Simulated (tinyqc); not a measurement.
Inside a calculation. Method: empirical pseudopotential in a few plane waves. One step of it, computed by the program tinyqc.

Task: Bloch Hamiltonian at k. Basis: the 15 shortest G (labels in 2 pi/a), the same at every k. H(G,G') = c |k + G|^2 delta + VS(|G-G'|^2) cos((G-G').tau) + i VA sin((G-G').tau), tau = a/8 (1,1,1); 1 Ry = 13.605693 eV.

Parameters chosen for this model: fcc lattice, atoms at +/- a/8 (1,1,1); form factors in rydberg at |G|^2 in units of (2 pi/a)^2:
```
parameter                 value      unit
a                      5.880000  angstrom
VS(3)                 -0.229000        Ry
VS(8)                  0.012000        Ry
VS(11)                 0.056000        Ry
VA(3)                  0.083000        Ry
VA(4)                  0.038000        Ry
VA(11)                 0.009000        Ry
hbar^2/2m (2 pi/a)^2   4.350388        eV
```

k point k (2 pi / a): [0.300000, 0.120000, 0.010000]

Give: H(k) at k.

Result:

H(k) at k (eV):
```
                 +0+0+0           -1-1-1           -1-1+1           -1+1-1
+0+0+0           0.4546   2.2031+0.7985i  -2.2031+0.7985i  -2.2031+0.7985i
-1-1-1   2.2031-0.7985i           9.7644   0.0000-0.5170i   0.0000-0.5170i
-1-1+1  -2.2031-0.7985i   0.0000+0.5170i           9.9385           0.1633
-1+1-1  -2.2031-0.7985i   0.0000+0.5170i           0.1633          11.8526
-1+1+1  -2.2031+0.7985i          -0.1633   0.0000+0.5170i   0.0000+0.5170i
+1-1-1  -2.2031-0.7985i   0.0000+0.5170i           0.1633           0.1633
+1-1+1  -2.2031+0.7985i          -0.1633   0.0000+0.5170i           0.0000
+1+1-1  -2.2031+0.7985i          -0.1633           0.0000   0.0000+0.5170i
+1+1+1   2.2031+0.7985i           0.0000          -0.1633          -0.1633
-2+0+0   0.0000-0.5170i  -2.2031+0.7985i  -2.2031-0.7985i  -2.2031-0.7985i
+0-2+0   0.0000-0.5170i  -2.2031+0.7985i  -2.2031-0.7985i   0.5388-0.0866i
+0+0-2   0.0000-0.5170i  -2.2031+0.7985i   0.5388-0.0866i  -2.2031-0.7985i
+0+0+2   0.0000+0.5170i  -0.5388-0.0866i   2.2031+0.7985i  -0.5388+0.0866i
+0+2+0   0.0000+0.5170i  -0.5388-0.0866i  -0.5388+0.0866i   2.2031+0.7985i
+2+0+0   0.0000+0.5170i  -0.5388-0.0866i  -0.5388+0.0866i  -0.5388+0.0866i

                 -1+1+1           +1-1-1           +1-1+1           +1+1-1
+0+0+0  -2.2031-0.7985i  -2.2031+0.7985i  -2.2031-0.7985i  -2.2031-0.7985i
-1-1-1          -0.1633   0.0000-0.5170i          -0.1633          -0.1633
-1-1+1   0.0000-0.5170i           0.1633   0.0000-0.5170i           0.0000
-1+1-1   0.0000-0.5170i           0.1633           0.0000   0.0000-0.5170i
-1+1+1          12.0266           0.0000           0.1633           0.1633
+1-1-1           0.0000          14.9849   0.0000-0.5170i   0.0000-0.5170i
+1-1+1           0.1633   0.0000+0.5170i          15.1589           0.1633
+1+1-1           0.1633   0.0000+0.5170i           0.1633          17.0731
+1+1+1   0.0000+0.5170i          -0.1633   0.0000+0.5170i   0.0000+0.5170i
-2+0+0   2.2031-0.7985i   0.5388-0.0866i  -0.5388-0.0866i  -0.5388-0.0866i
+0-2+0  -0.5388-0.0866i  -2.2031-0.7985i   2.2031-0.7985i  -0.5388-0.0866i
+0+0-2  -0.5388-0.0866i  -2.2031-0.7985i  -0.5388-0.0866i   2.2031-0.7985i
+0+0+2  -2.2031+0.7985i  -0.5388+0.0866i  -2.2031+0.7985i   0.5388+0.0866i
+0+2+0  -2.2031+0.7985i  -0.5388+0.0866i   0.5388+0.0866i  -2.2031+0.7985i
+2+0+0   0.5388+0.0866i   2.2031+0.7985i  -2.2031+0.7985i  -2.2031+0.7985i

                 +1+1+1           -2+0+0           +0-2+0           +0+0-2
+0+0+0   2.2031-0.7985i   0.0000+0.5170i   0.0000+0.5170i   0.0000+0.5170i
-1-1-1           0.0000  -2.2031-0.7985i  -2.2031-0.7985i  -2.2031-0.7985i
-1-1+1          -0.1633  -2.2031+0.7985i  -2.2031+0.7985i   0.5388+0.0866i
-1+1-1          -0.1633  -2.2031+0.7985i   0.5388+0.0866i  -2.2031+0.7985i
-1+1+1   0.0000-0.5170i   2.2031+0.7985i  -0.5388+0.0866i  -0.5388+0.0866i
+1-1-1          -0.1633   0.5388+0.0866i  -2.2031+0.7985i  -2.2031+0.7985i
+1-1+1   0.0000-0.5170i  -0.5388+0.0866i   2.2031+0.7985i  -0.5388+0.0866i
+1+1-1   0.0000-0.5170i  -0.5388+0.0866i  -0.5388+0.0866i   2.2031+0.7985i
+1+1+1          17.2471  -0.5388-0.0866i  -0.5388-0.0866i  -0.5388-0.0866i
-2+0+0  -0.5388+0.0866i          12.6357           0.1633           0.1633
+0-2+0  -0.5388+0.0866i           0.1633          15.7680           0.1633
+0+0-2  -0.5388+0.0866i           0.1633           0.1633          17.6822
+0+0+2  -2.2031-0.7985i          -0.1633          -0.1633           0.0000
+0+2+0  -2.2031-0.7985i          -0.1633           0.0000          -0.1633
+2+0+0  -2.2031-0.7985i           0.0000          -0.1633          -0.1633

                 +0+0+2           +0+2+0           +2+0+0
+0+0+0   0.0000-0.5170i   0.0000-0.5170i   0.0000-0.5170i
-1-1-1  -0.5388+0.0866i  -0.5388+0.0866i  -0.5388+0.0866i
-1-1+1   2.2031-0.7985i  -0.5388-0.0866i  -0.5388-0.0866i
-1+1-1  -0.5388-0.0866i   2.2031-0.7985i  -0.5388-0.0866i
-1+1+1  -2.2031-0.7985i  -2.2031-0.7985i   0.5388-0.0866i
+1-1-1  -0.5388-0.0866i  -0.5388-0.0866i   2.2031-0.7985i
+1-1+1  -2.2031-0.7985i   0.5388-0.0866i  -2.2031-0.7985i
+1+1-1   0.5388-0.0866i  -2.2031-0.7985i  -2.2031-0.7985i
+1+1+1  -2.2031+0.7985i  -2.2031+0.7985i  -2.2031+0.7985i
-2+0+0          -0.1633          -0.1633           0.0000
+0-2+0          -0.1633           0.0000          -0.1633
+0+0-2           0.0000          -0.1633          -0.1633
+0+0+2          18.0302           0.1633           0.1633
+0+2+0           0.1633          19.9444           0.1633
+2+0+0           0.1633           0.1633          23.0766
```
